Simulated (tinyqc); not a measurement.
Inside a calculation: carrier statistics of a doped semiconductor with parabolic bands. Values are carried at full precision from step to step, so a last printed digit may differ when a step is redone from the rounded ones.

Constants: kB = 8.617333262e-05 eV/K; hbar^2/2m0 = 3.80998211 eV angstrom^2.

Parameters, chosen for this exercise (near those of Ge; not measured data): Eg0 = 0.7442 eV (gap at 0 K); al = 0.000482 eV/K (Varshni alpha); be = 233 K (Varshni beta); T = 400 K; ml = 1.6 m0 (longitudinal electron mass); mt = 0.0839 m0 (transverse electron mass); Mv = 4 (equivalent valleys); mhh = 0.33 m0 (heavy-hole mass); mlh = 0.0439 m0 (light-hole mass); ND = 3.4e+12 1/cm^3 (donors); NA = 4.7e+14 1/cm^3 (acceptors); ED = 0.0117 eV (donor level below Ec); EA = 0.0111 eV (acceptor level above Ev).

## Gap and thermal energy

Eg(T) = Eg0 - al T^2/(T + be) (Varshni).

Eg = 0.62237 eV
kT = 0.034469 eV

The gap has shrunk by 121.8 meV from 0 K and is 18.1 kT wide.

## Effective densities of states

m_de = Mv^(2/3) (ml mt^2)^(1/3); m_dh = (mhh^(3/2) + mlh^(3/2))^(2/3); N = 2 (m kB T/(4 pi c))^(3/2) with c = hbar^2/2m0, in 1/angstrom^3; times 1e24 for 1/cm^3.

m_de = 0.5648 m0
m_dh = 0.3406 m0
Nc = 1.6401e+19 1/cm^3
Nv = 7.6794e+18 1/cm^3

The light holes supply 4.6 % of Nv, and Nc/Nv = 2.14.

## Intrinsic density and level

With Boltzmann statistics ni = sqrt(Nc Nv) exp(-Eg/2kT) and Ei = Eg/2 + (kT/2) ln(Nv/Nc), counted from Ev.

ni = 1.35e+15 1/cm^3
Ei = 0.2981 eV

Ei lies 13.1 meV below midgap, towards the band with the smaller density of states.

## Neutrality by bisection

Energies are counted from Ev, so Ec = Eg. n = Nc F_1/2((EF - Eg)/kT), p = Nv F_1/2(-EF/kT), ND+ = ND/(1 + 2 exp((EF - Eg + ED)/kT)), NA- = NA/(1 + 4 exp((EA - EF)/kT)); neutrality asks p + ND+ = n + NA-. F_j(eta) = (1/Gamma(j + 1)) integral_0^infinity x^j dx/(1 + exp(x - eta)), which tends to exp(eta) for eta << 0.

Start from the bracket [-0.2 eV, Eg + 0.2 eV]; at the midpoint EF take the sign of p + ND+ - n - NA-; where it is positive EF must rise. Fourteen steps are shown.

Bisection (eV, 1/cm^3):
```
step       low     high       EF         n         p       ND+       NA-  sign
1     -0.20000  0.82237  0.31118  1.97e+15  9.22e+14  3.40e+12  4.70e+14     -
2     -0.20000  0.31118  0.05559  1.19e+12  1.43e+18  3.40e+12  2.24e+14     +
3      0.05559  0.31118  0.18339  4.83e+13  3.75e+16  3.40e+12  4.58e+14     +
4      0.18339  0.31118  0.24729  3.08e+14  5.88e+15  3.40e+12  4.68e+14     +
5      0.24729  0.31118  0.27923  7.79e+14  2.33e+15  3.40e+12  4.69e+14     +
6      0.27923  0.31118  0.29521  1.24e+15  1.46e+15  3.40e+12  4.70e+14     -
7      0.27923  0.29521  0.28722  9.82e+14  1.85e+15  3.40e+12  4.69e+14     +
8      0.28722  0.29521  0.29122  1.10e+15  1.64e+15  3.40e+12  4.69e+14     +
9      0.29122  0.29521  0.29321  1.17e+15  1.55e+15  3.40e+12  4.69e+14     -
10     0.29122  0.29321  0.29221  1.14e+15  1.60e+15  3.40e+12  4.69e+14     -
11     0.29122  0.29221  0.29171  1.12e+15  1.62e+15  3.40e+12  4.69e+14     +
12     0.29171  0.29221  0.29196  1.13e+15  1.61e+15  3.40e+12  4.69e+14     +
13     0.29196  0.29221  0.29209  1.13e+15  1.60e+15  3.40e+12  4.69e+14     +
14     0.29209  0.29221  0.29215  1.13e+15  1.60e+15  3.40e+12  4.69e+14     +
```

Each step halves the bracket, which is 0.125 meV wide at the last row.

## The neutral state

Solve the neutrality condition for EF to convergence.

EF = 0.2922 eV
n = 1.13e+15 1/cm^3
p = 1.60e+15 1/cm^3
ND+ = 3.40e+12 1/cm^3
NA- = 4.69e+14 1/cm^3

The material is nearly intrinsic; 99.9 % of the acceptors are ionised. EF lies 8.48 kT inside the gap from the valence edge, so Boltzmann statistics would serve; n p/(Nc Nv exp(-Eg/kT)) = 1.000.

## Checks

- F_1/2(1) by the trapezoid rule against adaptive quadrature: both 1.575641.
- Positive against negative charge at the solution (1/cm^3): both 1.60333e+15.

tinyqc: `OMP_NUM_THREADS=1 python tinyqc.py 1680605 1680606 out.jsonl`; about 0.01 s, one thread, shared Intel(R) Xeon(R) Processor @ 2.30GHz.
